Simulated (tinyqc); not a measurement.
Reset of a mushroom phase-change cell, hemispherical electro-thermal model: scaling of the melting current.

Current spreads from a hemispherical contact of radius r0 into a large dome with constant rho and ka: j = I/(2 pi r^2). With s = r0/r the steady rise is T - T0 = c (b s - s^2), c = I^2 rho/(8 pi^2 ka r0^2). The heat lost through the heater, (T(r0) - T0)/Rh, fixes b = (2 + g)/(1 + g), g = 1/(2 pi ka r0 Rh).

The peak lies at s = b/2 with the rise c b^2/4; melting starts at the current where that equals Tm - T0, and the molten shell spans the roots of s^2 - b s + (Tm - T0)/c = 0 (s at most 1). Electrical resistance rho/(2 pi r0). Rh is scaled as 1/r0, as for an isotropic shrink, in the last two columns and held fixed in the first two.

Inputs (values chosen for the exercise); values of the order of Ge-Sb-Te and related chalcogenides:
- T0 = 300 K (ambient temperature)
- Tm = 897 K (melting point)
- rho = 6.3 mohm cm (resistivity of the hot chalcogenide)
- ka = 1.56 W/(m K) (its thermal conductivity)
- Rh = 20 K/uW (thermal resistance of the path through the heater)

Result of one run:

| r0 (nm) | Im (uA) | Im/(2 pi r0^2) (MA/cm^2) | Im with Rh = Rh (33 nm/r0) (uA) | power there (uW) |
|---|---|---|---|---|
| 60 | 2133 | 9.432 | 2197 | 806.6 |

What becomes of these results when the radius of the heater contact r0 is changed from 60 to 17 nm, all else the same?

Result of the changed run:

| r0 (nm) | Im (uA) | Im/(2 pi r0^2) (MA/cm^2) | Im with Rh = Rh (33 nm/r0) (uA) | power there (uW) |
|---|---|---|---|---|
| 17 | 656.6 | 36.16 | 622.5 | 228.5 |

The whole series:

| r0 (nm) | Im (uA) | Im/(2 pi r0^2) (MA/cm^2) | Im with Rh = Rh (33 nm/r0) (uA) | power there (uW) |
|---|---|---|---|---|
| 5 | 228.5 | 145.5 | 183.1 | 67.21 |
| 8 | 339.4 | 84.40 | 292.9 | 107.5 |
| 12 | 481.8 | 53.25 | 439.4 | 161.3 |
| 17 | 656.6 | 36.16 | 622.5 | 228.5 |
| 24 | 898.7 | 24.83 | 878.8 | 322.6 |
| 33 | 1208 | 17.66 | 1208 | 443.6 |
| 45 | 1620 | 12.73 | 1648 | 604.9 |
| 60 | 2133 | 9.432 | 2197 | 806.6 |

With isotropic scaling Im and the power go as r0^(1.00) and r0^(1.00), so the current density grows as 1/r0 and the voltage stays fixed. With Rh held, Im goes as r0^(0.90) over the table, as the heater path weighs more for a small contact. For r0 = 5, 8 boundary thermal resistance, left out here, would dominate.

Range of the model: Constant properties, no latent heat, thermoelectric terms, boundary resistance or heating in the heater itself.

tinyqc, about 0.01 s, one thread, Intel Xeon 2.30GHz (shared host): `OMP_NUM_THREADS=1 python tinyqc.py 2490070 2490071 out.jsonl`
